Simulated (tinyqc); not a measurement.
Hot electrons in a saturated n-channel MOSFET, lucky-electron model: one step of the calculation.

Beyond pinch-off the lateral field grows as Esat cosh(y/l) over the velocity-saturated region (pseudo-two-dimensional model). Impact ionisation in this region gives the substrate current, which biases the body forward through Rsub. Currents are per width. Local-field laws: they overstate ionisation when the field peak is narrower than an energy relaxation length.

Question. Gate current, lifetime and channel shortening. Ig = Cg Id exp(-pb/(lm Em)); lifetime tau = (Hl/Id)(Isub/Id)^(-m); length of the saturated region dL = l ln[(dV/l + Em)/Esat]. 1 year = 3.15576e7 s.

Values chosen for this exercise; values close to those of silicon n-channel devices: hot-electron mean free path lm = 10 nm; oxide barrier pb = 3.2 V; prefactor of the gate current Cg = 0.0021; lifetime exponent m = 3.1; lifetime constant Hl = 10000 s uA/um.

Id = 36.962185 uA/um
dV = 3.0957648 V
Em = 0.20391336 MV/cm
Isub = 0.049328224 uA/um
l = 157.98734 nm
Esat = 0.056428571 MV/cm

Wanted: Isub/Id; Ig; tau; dL.

Answer.

Isub/Id = 0.001335
Ig = 0.01187 pA/um
tau = 6992 years
dL = 309.4 nm

The lifetime exceeds ten years.

Program tinyqc, `OMP_NUM_THREADS=1 python tinyqc.py 2550093 2550094 out.jsonl`; Intel Xeon 2.30GHz, shared host, one thread, about 0.01 s.
